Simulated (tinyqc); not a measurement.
MOSFET in saturation, small-signal circuit and noise: effect of the temperature on speed and noise.

Bias by the inversion coefficient IC = I/Ispec (charge-based model with velocity saturation; weak inversion below 0.1, strong above 10). Common-source circuit: gm, gds, Cgs, Cgd and Cj at the inner nodes, Rg in series with the gate; quasi-static, no source or drain resistance, no gate-body capacitance, no substrate network, no induced gate noise, so fmax is an upper estimate.

Ispec = 2 n mu Cox (W/L) Vt^2, lc = Ls/L, gms = [sqrt((lc IC + 1)^2 + 4 IC) - 1]/[2 + lc (lc IC + 1)], gm = gms Ispec/(n Vt), gds = sg gm. qs = [sqrt(1 + 4 IC) - 1]/2, Cgs = Cox W L qs (2 qs + 3)/(3 (qs + 1)^2) + Cov W, Cgd = Cov W, Cd = Cj W, Rg = Rsh (Wf/L)/(12 Nf) + Rc/W with Nf = W/Wf fingers (not rounded) contacted at both ends. fT = gm/(2 pi (Cgs + Cgd)), fmax = fT/(2 sqrt(Rg (gds + 2 pi fT Cgd))). Channel noise Sid = 4 kB T gam n gm with gam = (1/2 + (2/3) qs)/(1 + qs) + gw lc IC, qs = [sqrt(1 + 4 IC) - 1]/2, lc = Ls/L (the last term an empirical rise with velocity saturation); at the gate, white noise Sw = Sid/gm^2 + 4 kB T Rg. Number fluctuation with correlated mobility: S(f) = K/f, K = q^2 Vt lt Nt/(W L Cox^2) (1 + ac mu Cox I/gm)^2, Vt in eV with Nt per eV. Corner fc = K/Sw. IC is held fixed, and so are mu, n, Ls and Nt.

Parameters, values chosen for the exercise:

| symbol | value | unit | meaning |
|---|---|---|---|
| L | 180 | nm | gate length |
| W | 5 | um | total gate width |
| Cox | 0.96 | uF/cm^2 | gate capacitance |
| mu | 410 | cm^2/(V s) | mobility |
| n | 1.3 |  | slope factor |
| Ls | 10 | nm | velocity-saturation length |
| sg | 0.021 |  | ratio gds/gm |
| Cov | 0.24 | fF/um | overlap and fringe capacitance per side |
| Cj | 0.77 | fF/um | drain junction capacitance |
| Rsh | 5 | ohm | sheet resistance of the gate |
| Wf | 0.5 | um | finger width |
| Rc | 100 | ohm um | gate contact and vertical resistance |
| IC | 11 |  | inversion coefficient |
| gw | 0.04 |  | short-channel excess of the noise factor |
| Nt | 6.6e17 | cm^-3 eV^-1 | oxide trap density |
| lt | 0.1 | nm | tunnelling length into the oxide |
| ac | 1000 | V s/C | Coulomb scattering coefficient |

Constants: q = 1.602176634e-19 C, kB = 1.380649e-23 J/K, Vt = kB T/q. Results are converted to the units shown.

The same in every row: Rg (ohm) = 20.116.

Result of one run:

| T (K) | I (uA) | fT (GHz) | fmax (GHz) | sqrt(Sw) (nV/Hz^0.5) | fc (MHz) |
|---|---|---|---|---|---|
| 250 | 145.13 | 28.959 | 205.86 | 3.0217 | 52.477 |

What becomes of these results when the temperature T is changed from 250 to 300 K, all else the same?

Result of the changed run:

| T (K) | I (uA) | fT (GHz) | fmax (GHz) | sqrt(Sw) (nV/Hz^0.5) | fc (MHz) |
|---|---|---|---|---|---|
| 300 | 208.98 | 34.751 | 225.51 | 3.0309 | 63.640 |

The whole series:

| T (K) | I (uA) | fT (GHz) | fmax (GHz) | sqrt(Sw) (nV/Hz^0.5) | fc (MHz) |
|---|---|---|---|---|---|
| 100 | 23.220 | 11.584 | 130.20 | 2.9940 | 20.325 |
| 150 | 52.245 | 17.375 | 159.46 | 3.0032 | 30.820 |
| 200 | 92.880 | 23.167 | 184.13 | 3.0125 | 41.537 |
| 250 | 145.13 | 28.959 | 205.86 | 3.0217 | 52.477 |
| 300 | 208.98 | 34.751 | 225.51 | 3.0309 | 63.640 |
| 350 | 284.45 | 40.542 | 243.58 | 3.0400 | 75.025 |
| 400 | 371.52 | 46.334 | 260.40 | 3.0491 | 86.634 |

As T goes from 100 to 400 K, fT rises from 11.6 to 46.3 GHz, fmax rises from 130 to 260 GHz, the white noise rises from 2.99 to 3.05 nV/Hz^0.5 and the corner rises from 20.3 to 86.6 MHz. At fixed IC and mobility the current goes as T^2 and gm as T, which is why fT rises; a real mobility would fall with T. In every row fmax exceeds 4 fT, where channel resistance and substrate losses, left out here, would cap it. For T = 100 to 150 K band tails and dopant freeze-out, left out here, change n and the noise.

Program tinyqc, `OMP_NUM_THREADS=1 python tinyqc.py 2150036 2150037 out.jsonl`; Intel Xeon 2.30GHz, shared host, one thread, about 0.01 s.
